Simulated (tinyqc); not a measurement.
Energy and delay of logic against supply voltage: one step of the calculation.

One expression serves below and above threshold: I(Vg) = Ik [ln(1 + exp((Vg - VT + dd V)/(al nf Vt)))]^al, with I_on = I(V) and I_off = I(0). Gate delay td = kd C V/I_on, clock period LD td. Per gate and cycle the switching energy is act C V^2 and the leakage energy I_off V LD td. No short-circuit current, no variation. Minima are sought above 0.09 V; below a few Vt gates no longer switch and the model has no meaning.

Task. Currents, delay and energies. I_on, I_off, td, clock frequency 1/(LD td), both energies and their sum.

Inputs (values chosen for the exercise); values of the order met in logic technologies:

| symbol | value | unit | meaning |
|---|---|---|---|
| T | 330 | K | temperature |
| VT | 0.33 | V | threshold voltage at zero drain bias |
| nf | 1.21 |  | slope factor |
| dd | 0.04 |  | barrier lowering per volt of supply |
| Ik | 0.3 | uA | specific current of a gate |
| al | 1.34 |  | exponent of the current law |
| C | 0.59 | fF | load capacitance of a gate |
| kd | 0.9 |  | delay factor |
| LD | 12 |  | logic depth |
| act | 0.01 |  | activity factor |
| V | 0.82 | V | supply voltage |

Constants: q = 1.602176634e-19 C, kB = 1.380649e-23 J/K, Vt = kB T/q. Results are converted to the units shown.

Wanted: I_on; I_off; td; clock frequency; switching energy; leakage energy; energy.

Result.

I_on = 7.767 uA
I_off = 0.05315 nA
td = 56.06 ps
clock frequency = 1.486 GHz
switching energy = 3.967 aJ
leakage energy = 0.02932 aJ
energy = 3.996 aJ

I_on/I_off = 1.46e5; leakage makes up 0.734 % of the energy.

Computed by the program tinyqc: `OMP_NUM_THREADS=1 python tinyqc.py 2082146 2082147 out.jsonl`, one thread of a shared Intel Xeon 2.30GHz, about 0.01 s for the whole run.
